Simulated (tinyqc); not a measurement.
# Programming of a floating-gate cell by Fowler-Nordheim tunnelling: several studies

Per tunnel area the floating gate has Ctun = 3.9 eps0/tox to the channel (0 V) and Ccg to the control gate, Ct = Ctun/(1 - ag), no other coupling. With the threshold shift U = -Q/Ccg the field is F = ag (Vg - U)/tox, and dU/dt = J/Ccg. Fowler-Nordheim: J = A F^2 exp(-B/F), A = q^2/(16 pi^2 hbar mo phi) (times 1e14 for A/cm^2 with F in V/nm, emitter mass m0), B = (4/3) sqrt(mo/C) phi^1.5, C = hbar^2/(2 m0).

Parameters, values chosen for the exercise; oxide values close to those of silicon dioxide:
```
symbol,value,unit,meaning
phi,3.13,eV,tunnel barrier
mo,0.46,m0,tunnelling mass
tox,8.1,nm,tunnel oxide thickness
ag,0.6,,coupling ratio Ccg/Ct
Vt0,-2.5,V,threshold shift at the start
Vg,12.4,V,control-gate voltage
```

Constants: q = 1.602176634e-19 C, hbar = 1.054571817e-34 J s, m0 = 9.1093837015e-31 kg, eps0 = 8.8541878128e-14 F/cm where lengths are in cm, hbar^2/(2 m0) = 0.0380998212 eV nm^2. Results are converted to the units shown.

Each table varies one quantity; the others keep the values above.

## Effect of the gate voltage

After 0.001 s. Exact: exp(B/F(t)) = exp(B/F(0)) + K t, K = A B ag/(Ccg tox), and U = Vg - tox F/ag.

Effect of the gate voltage:

| Vg (V) | F (V/nm) | J (A/cm^2) | U (V) |
|---|---|---|---|
| 9.4 | 0.87936 | 1.7680e-5 | -2.4713 |
| 10 | 0.91737 | 6.4467e-5 | -2.3845 |
| 10.7 | 0.94798 | 1.6983e-4 | -2.0978 |
| 11.3 | 0.96056 | 2.4849e-4 | -1.6675 |
| 11.9 | 0.96557 | 2.8844e-4 | -1.1352 |
| 12.5 | 0.96743 | 3.0473e-4 | -0.56030 |
| 13.2 | 0.96820 | 3.1171e-4 | 0.12932 |
| 13.8 | 0.96844 | 3.1392e-4 | 0.72607 |
| 14.4 | 0.96854 | 3.1487e-4 | 1.3247 |

U rises from -2.47 to 1.32 V, by 0.14 V a volt between the first two rows and 0.998 between the last two: once K t exceeds exp(B/F(0)) the final field, 0.969 V/nm, no longer depends on Vg. In 2 of the 9 rows the starting field exceeds 12 MV/cm, where the oxide would wear out or break down quickly.

## Programming by a staircase of pulses

Same model as above.

Pulse i = 1, 2, ... has the height 10.9 V + (i - 1) 0.3 V and lasts 110 us; each starts from the U that the last one left.

Programming by a staircase of pulses:

| N | last pulse (V) | U (V) | gain of the last pulse (V) | F at its end (V/nm) |
|---|---|---|---|---|
| 1 | 10.900 | -2.4025 | 0.097457 | 0.98537 |
| 2 | 11.200 | -2.2613 | 0.14128 | 0.99713 |
| 3 | 11.500 | -2.0756 | 0.18567 | 1.0056 |
| 4 | 11.800 | -1.8518 | 0.22379 | 1.0112 |
| 6 | 12.400 | -1.3282 | 0.27134 | 1.0169 |
| 8 | 13.000 | -0.75454 | 0.29041 | 1.0189 |
| 11 | 13.900 | 0.13521 | 0.29827 | 1.0196 |
| 14 | 14.800 | 1.0334 | 0.29969 | 1.0197 |
| 18 | 16.000 | 2.2330 | 0.29997 | 1.0198 |

What does the comparison show?

The gain of a pulse rises from 0.0975 to 0.300 V and settles at the step of 0.3 V: the field at the end of a pulse becomes steady, 1.02 V/nm, so U follows the gate one to one whatever it started from. It is within 5 % of the step from pulse 8 on among the rows. For N = 3, 4, 6, 8, 11, 14, 18 the field stays above 10 MV/cm, which wears the oxide.

## Threshold shift against time

Same model as above.

Threshold shift against time:

| t (s) | F (V/nm) | J (A/cm^2) | U (V) | dU/dlog10 t (V) |
|---|---|---|---|---|
| 1.2e-6 | 1.102 | 0.01014 | -2.481 | 0.04382 |
| 8e-6 | 1.095 | 0.008563 | -2.382 | 0.2467 |
| 5.2e-5 | 1.065 | 0.004189 | -1.977 | 0.7843 |
| 0.00033 | 1.007 | 9.235e-4 | -1.188 | 1.097 |
| 0.0021 | 0.9416 | 1.395e-4 | -0.3116 | 1.055 |
| 0.014 | 0.8808 | 1.859e-5 | 0.5095 | 0.9373 |
| 0.089 | 0.8283 | 2.593e-6 | 1.219 | 0.8308 |
| 0.57 | 0.7814 | 3.604e-7 | 1.851 | 0.7398 |
| 3.7 | 0.7393 | 4.971e-8 | 2.419 | 0.6622 |

U rises from -2.48 to 2.42 V, while J falls by 5.31 decades, at the end as t^(-1.06). Well past t0 = 3.91e-5 s the stored charge chokes the field and U gains only 0.662 V a decade.

Range of the model: Programming fields of 10 MV/cm and more wear the oxide; trapping and the channel potential are ignored.

tinyqc, about 0.01 s, one thread, Intel Xeon 2.30GHz (shared host): `OMP_NUM_THREADS=1 python tinyqc.py 2130091 2130092 out.jsonl`
